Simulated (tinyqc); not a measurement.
Inside a calculation. Model: Schottky barrier with interface states (Cowley-Sze model), image lowering and contact resistance. Computed by tinyqc, a small Python program that keeps every step. Command: `OMP_NUM_THREADS=1 python tinyqc.py 3009838 3009839 out.jsonl pinning walk`. One thread of a shared host (Intel(R) Xeon(R) Processor @ 2.30GHz), about 0.01 s of CPU time with the checks. Intermediate numbers are printed to about 5 digits and carried at full precision; extremes and crossings named in words are read from the listed rows.

An n-type semiconductor under a metal. The barrier lies between the Schottky-Mott limit phi_M - chi and the Bardeen limit E_g - E_n, E_n being the neutrality level of the interface states; the space-charge term of the full Cowley-Sze expression is left out.

Inputs (values chosen for the exercise, with gap, mass and screening modelled on GaSb):
```
quantity,value,unit
gap E_g,0.729,eV
electron affinity chi,4,eV
metal work function phi_M,4.35,eV
neutrality level E_n above the valence band,0.506,eV
interface-state density D,5.5e+13,cm^-2 eV^-1
dipole layer thickness delta,0.54,nm
dipole layer constant eps_i,2,-
dielectric constant eps_s,15.3,-
electron mass m_e,0.0377,m_0
valleys M_c,1,-
donor density N,1.9e+19,cm^-3
temperature T,300,K
reverse bias V_r,5,V
```

Pinning factor from: interface states.

Constants: e = 1.602176634e-19 C; eps_0 = 8.8541878128e-12 F/m; k_B = 8.617333262e-05 eV/K; m_0 = 9.1093837015e-31 kg; k_B = 1.380649e-23 J/K; h = 6.62607015e-34 J s; hbar = 1.054571817e-34 J s.

## Pinning factor and barrier

S = 1/(1 + e^2 D delta/(eps_i eps_0)); for D per eV, e^2 D is the number e x D in SI units, with 1 cm^-2 = 1e4 m^-2. phi_B = S (phi_M - chi) + (1 - S)(E_g - E_n); the hole barrier is E_g - phi_B.

pinning factor S = 0.27121

Schottky-Mott barrier = 0.35 eV

Bardeen barrier = 0.223 eV

barrier phi_B = 0.25744 eV

hole barrier = 0.47156 eV

The contact is partly pinned.

## Depletion layer and image lowering under reverse bias

N_c = 2 M_c (2 pi m_e k_B T/h^2)^(3/2); xi = E_c - E_F solves N = N_c F_1/2(-xi/k_B T) (bisection; full ionisation). F_1/2(eta) = (2/sqrt(pi)) int_0^infinity sqrt(x)/(1 + exp(x - eta)) dx, by the trapezoid rule in t = sqrt(x) with step 0.02 up to t = 12 (for eta < -12 by exp(eta) - exp(2 eta)/2^(3/2)). V_bi = phi_B - xi; W = sqrt(2 eps_s eps_0 (V_bi + V_r - k_B T/e)/(e N)); field at the metal E_m = e N W/(eps_s eps_0); image lowering sqrt(e E_m/(4 pi eps_s eps_0)).

N_c = 1.8369e+17 cm^-3

xi = -0.68790 eV

built-in voltage V_bi = 0.94535 V

depletion width W = 22.953 nm

field E_m = 5.1579e+06 V/cm

image lowering = 0.22033 eV

Caution: the field is near or above breakdown for such a gap, so avalanche or tunnelling current would take over. Caution: the image lowering is a large part of the barrier, so these depletion and emission formulas are rough. Caution: the field is near breakdown. Caution: the semiconductor is degenerate: the k_B T/e term in W and the parabolic band are then rough. Caution: E_00 = (e hbar/2) sqrt(N/(m_e eps_s eps_0)) is above 0.3 k_B T, so tunnelling through the barrier adds to the thermionic currents, most of all under reverse bias.

## Thermionic current

A* = 4 pi e m_e M_c k_B^2/h^3 (a simple valley count); J_s = A* T^2 exp(-phi/k_B T). J_0 uses phi_B; the reverse current uses phi_B less the image lowering, times 1 - exp(-V_r/k_B T).

Richardson constant A* = 4.5305 A cm^-2 K^-2

J_0 = 19.298 A/cm^2

thermionic reverse current = 97012 A/cm^2

Image lowering raises the reverse current by a factor 5030.

## Tunnelling scale and contact resistivity

E_00 = (e hbar/2) sqrt(N/(m_e eps_s eps_0)), E_0 = E_00 coth(E_00/k_B T); scaling form of the contact resistivity rho_c = (k_B/(e A* T)) exp(phi_B/E_0), which is the thermionic result when E_00 << k_B T and keeps only the leading exponential of tunnelling when E_00 >> k_B T; image lowering is left out of it.

E_00 = 0.10656 eV

E_00/k_B T = 4.1219

E_0 = 0.10661 eV

contact resistivity rho_c = 7.0926e-07 ohm cm^2

With the usual bounds 0.5 and 5 on E_00/k_B T the regime is thermionic-field emission. Caution: outside the thermionic regime the prefactor of rho_c is only an order-of-magnitude estimate.

## Choosing the metal

The formulas are those given above.

Against work function:
```
phi_M (eV),Schottky-Mott (eV),phi_B (eV),J_0 (A/cm^2),rho_c (ohm cm^2)
4.00,0.00,0.16252,7.5891e+02,2.9116e-07
4.10,0.10,0.18964,2.6581e+02,3.7550e-07
4.21,0.21,0.21947,8.3828e+01,4.9674e-07
4.31,0.31,0.24660,2.9361e+01,6.4064e-07
4.42,0.42,0.27643,9.2595e+00,8.4750e-07
4.52,0.52,0.30355,3.2432e+00,1.0930e-06
4.62,0.62,0.33067,1.1359e+00,1.4096e-06
4.73,0.73,0.36051,3.5823e-01,1.8648e-06
```

A span of 0.73 eV in work function moves the barrier by 0.198 eV (slope S = 0.271) and rho_c by 0.8 decades. The barrier equals its Schottky-Mott value only at phi_M = chi + E_g - E_n = 4.22 eV, where the interface states are neutral.

## Doping the contact

Regimes: thermionic below E_00/k_B T = 0.5, field emission above 5.

Against doping:
```
N (cm^-3),1e10/sqrt(N),E_00/k_B T,rho_c (ohm cm^2),regime
1.00e+16,1.0000e+02,9.4562e-02,1.3006e-03,thermionic emission
1.00e+17,3.1623e+01,2.9903e-01,1.0058e-03,thermionic emission
1.00e+18,1.0000e+01,9.4562e-01,1.5013e-04,thermionic-field emission
3.00e+18,5.7735e+00,1.6379e+00,1.7797e-05,thermionic-field emission
1.00e+19,3.1623e+00,2.9903e+00,1.7422e-06,thermionic-field emission
3.00e+19,1.8257e+00,5.1794e+00,4.3358e-07,field emission
1.00e+20,1.0000e+00,9.4562e+00,1.8174e-07,field emission
3.00e+20,5.7735e-01,1.6379e+01,1.1646e-07,field emission
1.00e+21,3.1623e-01,2.9903e+01,8.8457e-08,field emission
```

Over the thermionic rows rho_c changes by a factor 1.3 only, and then it falls fast, by 4.2 decades in all; in field emission ln rho_c is linear in 1/sqrt(N). It passes below 1e-7 ohm cm^2 at N = 1e21 cm^-3 of those listed.

Checks made by the program: charge in the layer against the field (relative difference below 1e-10).
